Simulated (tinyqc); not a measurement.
# Two coupled magnetic layers: synthetic antiferromagnet, spin flop, exchange bias and magnetoresistance, step by step

A worked calculation. Computed by tinyqc, a small Python program that keeps every step. Command: `OMP_NUM_THREADS=1 python tinyqc.py 3023830 3023831 out.jsonl saf walk`. One thread of a shared host (Intel(R) Xeon(R) Processor @ 2.30GHz), about 0.2 s of CPU time with the checks. Intermediate numbers are printed to about 6 digits and carried at full precision; extremes and crossings named in words are read from the listed rows.

Moments lie in the plane at the angles p1, p2 from the field. Energy per area: E = J1 cos(p1 - p2) + J2 cos^2(p1 - p2) - B M_s (t1 cos p1 + t2 cos p2) + K (t1 cos^2 p1 + t2 cos^2 p2).

Inputs (values chosen for the exercise, for a model stack):
```
quantity                           value              unit
saturation magnetisation M_s        1040              kA/m
thickness t1                         2.1                nm
thickness t2                         2.1                nm
antiferromagnetic coupling J1       0.11            mJ/m^2
biquadratic coupling J2                0            mJ/m^2
in-plane anisotropy K                7.9            kJ/m^3
field over the saturation field     0.18                 -
spin polarisation P1                0.55                 -
spin polarisation P2                0.38                 -
resistance-area product, parallel     18  ohm micrometre^2
exchange-bias energy J_ex           0.41            mJ/m^2
```

Field direction: along the hard axis.

## Saturation field

The parallel state is stable while the Hessian at p1 = p2 = 0 is positive: with c = J1 + 2 J2 and u = B M_s - 2K, (u t1 - c)(u t2 - c) > c^2, so B_sat M_s = c (1/t1 + 1/t2) + 2K. B_K = 2K/M_s.

exchange field c (1/t1 + 1/t2)/M_s = 100.733 mT

B_K = 15.1923 mT

saturation field B_sat = 115.925 mT

applied field B = 20.8665 mT

## Equilibrium at the field B

The lowest minimum of E over both angles (from five starts; of two mirror images the one with p1 >= 0, and for equal layers |p1| <= |p2|).

p1 = 79.6302 degrees

p2 = -79.6302 degrees

m/m_sat along B = 0.180000

energy = -0.118203 mJ/m^2

The moments are canted, 159.3 degrees apart; for equal layers without J2, m/m_sat = B/B_sat = 0.18 exactly.

## Tunnel magnetoresistance against a free layer along B

Julliere: TMR = 2 P1 P2/(1 - P1 P2). Conductance G(theta) = G0 (1 + P1 P2 cos theta), so RA(theta) = RA_P (1 + P1 P2)/(1 + P1 P2 cos theta); theta = p2 for the layer next to the barrier.

TMR = 52.8445 %

RA, antiparallel = 27.5120 ohm micrometre^2

RA at this field = 20.9730 ohm micrometre^2

## Pinning of a single layer

A layer t1 on an antiferromagnet is shifted by B_ex = J_ex/(M_s t1).

bias field, single layer = 187.729 mT

## Magnetisation curve

The formulas are those given above.

Equilibrium states:
```
B/B_sat   B (mT)  p1 (degrees)  p2 (degrees)  m/m_sat
0.02       2.318       88.8540      -88.8540  0.02000
0.06       6.955       86.5602      -86.5602  0.06000
0.12      13.911       83.1079      -83.1079  0.12000
0.20      23.185       78.4630      -78.4630  0.20000
0.30      34.777       72.5424      -72.5424  0.30000
0.45      52.166       63.2563      -63.2563  0.45000
0.60      69.555       53.1301      -53.1301  0.60000
0.80      92.740       36.8699      -36.8699  0.80000
0.95     110.129       18.1949      -18.1949  0.95000
1.10     127.517        0.0000        0.0000  1.00000
```

From the first row the moments are canted and close at B_sat. The largest gap between m/m_sat and B/B_sat in the canted rows is 0.000.

Checks made by the program: the energy against a grid over both angles (relative difference 1e-07).
